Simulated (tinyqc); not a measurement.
From results back to parameters: carrier statistics of a doped semiconductor with parabolic bands. Three cases, with inputs chosen for the exercise.

Problem. ni^2 = C^2 (T/300 K)^3 exp(-Eg(T)/kB T) with Eg(T) = Eg0 - al T^2/(T + be). Two intrinsic densities were computed from hidden Eg0 and C = sqrt(Nc Nv) at 300 K.

Constants: kB = 8.617333262e-05 eV/K.

Find: Eg0; C.

Method. y(T) = 2 ln ni - 3 ln(T/300) - al T/((T + be) kB) equals 2 ln C - Eg0/(kB T), a straight line in 1/T; two points give slope and intercept.

Case 1.

Values chosen (near those of Si; shifted at random, so the results belong to these values and not to a real crystal): al = 0.000467 eV/K (Varshni alpha); be = 642 K (Varshni beta); T1 = 300 K; T2 = 410 K.

ni(T1) = 5.61327e+09 1/cm^3
ni(T2) = 4.86135e+12 1/cm^3

Solution.

Eg0 = 1.176 eV
C = 1.79e+19 1/cm^3

Case 2.

Values chosen (near those of AlAs; shifted at random, so the results belong to these values and not to a real crystal): al = 0.000709 eV/K (Varshni alpha); be = 538 K (Varshni beta); T1 = 280 K; T2 = 480 K.

ni(T1) = 0.680719 1/cm^3
ni(T2) = 5.44291e+08 1/cm^3

Solution.

Eg0 = 2.219 eV
C = 1.72e+19 1/cm^3

Case 3.

Values chosen (near those of GaAs; shifted at random, so the results belong to these values and not to a real crystal): al = 0.000569 eV/K (Varshni alpha); be = 210 K (Varshni beta); T1 = 300 K; T2 = 500 K.

ni(T1) = 2.44164e+06 1/cm^3
ni(T2) = 1.00105e+12 1/cm^3

Solution.

Eg0 = 1.522 eV
C = 2.13e+18 1/cm^3

Computed by tinyqc, one run a case: `OMP_NUM_THREADS=1 python tinyqc.py N N+1 out.jsonl` with N = 1681915, 1681956, 1681960; one thread of a shared Intel(R) Xeon(R) Processor @ 2.30GHz, about 0.01 s a run at most.
